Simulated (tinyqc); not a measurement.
Composition from the perpendicular lattice constant.

Inverse problem. The layer is x parts of the first compound and 1 - x of the second, grown coherently on the third as substrate and barrier. Rows of the table: lattice constant a, average valence level Ea on an absolute scale, spin-orbit splitting so, gaps at Gamma, X and L, hydrostatic deformation potentials av and ac (Gamma), shear potential b, elastic constants, electron and heavy-hole (along z) masses. All are interpolated linearly in x; gaps get -C x (1 - x), taken wholly in the conduction band; real line-ups can differ from this model by 0.1 eV or more. In-plane strain e = (a_substrate - a)/a, e_z = -2 (c12/c11) e, volume change 2 e + e_z. X-ray diffraction gives a_z = a (1 + e_z) of the coherent layer. Find x, e and the relaxed Gamma gap.

Inputs (values chosen for the exercise):
- CG = 1.43 eV (bowing of the Gamma gap)
- CX = 1.2 eV (bowing of the X gap)
- CL = 1.2 eV (bowing of the L gap)

Binary compounds, values chosen for the exercise:
```
              close to GaSb  close to GaAs  close to InP
a (angstrom)          6.096          5.653         5.869
Ea (eV)               -6.25          -6.92         -7.04
so (eV)                0.75          0.339         0.111
EG (eV)               0.728           1.42          1.34
EX (eV)                1.04           1.92          2.22
EL (eV)               0.822           1.71          1.91
av (eV)               0.796           1.16          1.26
ac (eV)                -6.8          -7.07         -5.07
b (eV)                   -2          -1.72         -1.71
c11 (GPa)              88.5            117           102
c12 (GPa)              40.7           54.1          56.9
me (m0)              0.0395         0.0671        0.0795
mh (m0)               0.248          0.349         0.537
```

lattice constant along the growth direction = 5.79438348 angstrom

Solution. a_z changes steadily with x, about (1 + 2 c12/c11) times as fast as the relaxed lattice constant, so one composition matches.

x = 0.4000
e = 0.6655 %
relaxed Gamma gap = 0.8000 eV

Numbers from tinyqc (`OMP_NUM_THREADS=1 python tinyqc.py 2690119 2690120 out.jsonl`; about 0.01 s on one thread of a shared Intel Xeon 2.30GHz).
